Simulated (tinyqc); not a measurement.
Threshold-voltage variability of a planar MOSFET, analytic estimates: two steps of the calculation.

Three independent sources add in quadrature: random dopants in the depleted layer, metal-gate grains of two orientations, and roughness of the two gate edges acting through the roll-off VT = VT(long) - Vr exp(-L/l). These are first-order estimates: no three-dimensional electrostatics, no percolation.

Inputs (values chosen for the exercise); material values close to those of silicon:
- T = 325 K (temperature)
- L = 20 nm (gate length)
- W = 31 nm (gate width)
- G = 10 nm (metal grain size)
- dW = 0.3 eV (work-function difference of the two grain orientations)
- p = 0.5 (share of the orientation of higher work function)
- De = 1.1 nm (rms roughness of one gate edge)
- La = 30 nm (correlation length of the roughness)
- l = 5.3 nm (decay length of the threshold roll-off)
- Vr = 2.6 V (prefactor of the roll-off)
- n = 1.31 (subthreshold factor)
- gI = 5 1/V (gm/I of a matched pair)
- sb = 1 % (spread of the gain factor of one device)

Constants: q = 1.602176634e-19 C, kB = 1.380649e-23 J/K, Vt = kB T/q. Results are converted to the units shown.

Question 1. Metal grains and edge roughness. Grains: Ng = L W/G^2 (at least 1), s2 = dW sqrt(p (1 - p)/Ng). Edges, with exponential correlation and u = W/La: the mean gate length has sL^2 = 2 De^2 (2/u)[1 - (1 - exp(-u))/u]; s3 = sL (Vr/l) exp(-L/l).

Wanted: Ng; s2; sL; dVT/dL; s3.

Answer 1.

Ng = 6.200
s2 = 60.24 mV
sL = 1.328 nm
dVT/dL = 11.27 mV/nm
s3 = 14.97 mV

Question 2. Total spread, mismatch and leakage. s = sqrt(s1^2 + s2^2 + s3^2). For a pair: s(dVT) = sqrt(2) s; current mismatch sqrt(2) sqrt((gI s)^2 + sb^2); input offset = current mismatch/gI. For a Gaussian VT the off current is log-normal with mean/median = exp(s^2/(2 (n Vt)^2)).

s1 = 35.619631 mV
s2 = 60.241450 mV
s3 = 14.965540 mV

Find: s; s(dVT); current mismatch; input offset; mean/median of Ioff.

Answer 2.

s = 71.566 mV
s(dVT) = 101.21 mV
current mismatch = 50.625 %
input offset = 101.25 mV
mean/median of Ioff = 6.7029

tinyqc, about 0.01 s, one thread, Intel Xeon 2.30GHz (shared host): `OMP_NUM_THREADS=1 python tinyqc.py 2090094 2090095 out.jsonl`
